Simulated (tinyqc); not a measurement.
From results back to parameters: Slater-Koster d bands of a bcc metal. Three cases, with inputs chosen for the exercise.

Problem. In a bcc d band E(t2g) = +/-((8/3) dds + (16/9) ddp + (32/9) ddd) + f2 (4 ddp + 2 ddd) and E(eg) = +/-((16/3) ddp + (8/3) ddd) + f2 (3 dds + 3 ddd), with + at Gamma and - at H = (1,0,0). ddd is given; the four levels come from hidden dds, ddp and f2.

Case 1.

Values chosen (out of a larger set: of the size met in Fe; not measured data): ddd = -0.073 eV (dd delta).

levels (eV): t2g Gamma -0.54073, eg Gamma 0.95309, t2g H 2.01927, eg H -3.09491

Case 2.

Values chosen (out of a larger set: of the size met in Nb; not measured data): ddd = -0.172 eV (dd delta).

levels (eV): t2g Gamma -1.63094, eg Gamma 0.96647, t2g H 3.83218, eg H -5.06019

Case 3.

Values chosen (out of a larger set: of the size met in Fe; not measured data): ddd = -0.12 eV (dd delta).

levels (eV): t2g Gamma -0.76930, eg Gamma 0.84267, t2g H 2.26537, eg H -3.25332

Find: f2; dds, ddp.

Solution. Half differences between Gamma and H give the first-neighbour parts and half sums the second. The eg half difference gives ddp and the t2g one dds. Since 4 ddp + 2 ddd is 3/4 of (16/3) ddp + (8/3) ddd, f2 is 4/3 of the ratio of the t2g half sum to the eg half difference; the eg half sum then serves as a check. Without ddd these four levels would not fix the three integrals.

Case 1.

f2 = 0.487

dds, ddp (eV): -0.660  0.416

Case 2.

f2 = 0.487

dds, ddp (eV): -1.229  0.651

Case 3.

f2 = 0.487

dds, ddp (eV): -0.705  0.444

Computed by tinyqc, one run a case: `OMP_NUM_THREADS=1 python tinyqc.py N N+1 out.jsonl` with N = 1480021, 1480227, 1480294; one thread of a shared Intel(R) Xeon(R) Processor @ 2.30GHz, about 0.06 s a run at most.
